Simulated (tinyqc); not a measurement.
Coherent transport through a tight-binding region between two chains, step by step. One step of it, computed by the program tinyqc.

Problem. Transmission at E = -0.54 eV. Surface Green function g = (E - i sqrt(4 t^2 - E^2)) / (2 t^2); self-energy tc^2 g on each contact site; G = (E - H - Sigma)^(-1); Gamma = -2 Im Sigma; T = Gamma_L Gamma_R |G_LR|^2; local density of states -Im G_ii / pi.

H of the central region (eV):
```
,1,2
1,0.640000,-2.140000
2,-2.140000,-0.520000
```

Leads: semi-infinite chains with site energy 0:
```
parameter,value
lead hopping t (eV),2.170000
coupling to the left lead (eV),1.140000
coupling to the right lead (eV),1.150000
left contact site,1
right contact site,2
```

E = -0.540000 eV

Give: g; G; local density of states; transmission.

Solution.

g = -0.057-0.457i 1/eV

G (1/eV):
```
,1,2
1,-0.026-0.118i,0.421-0.054i
2,0.421-0.054i,0.203-0.145i
```

local density of states (1/eV): 0.037  0.046

transmission = 0.259
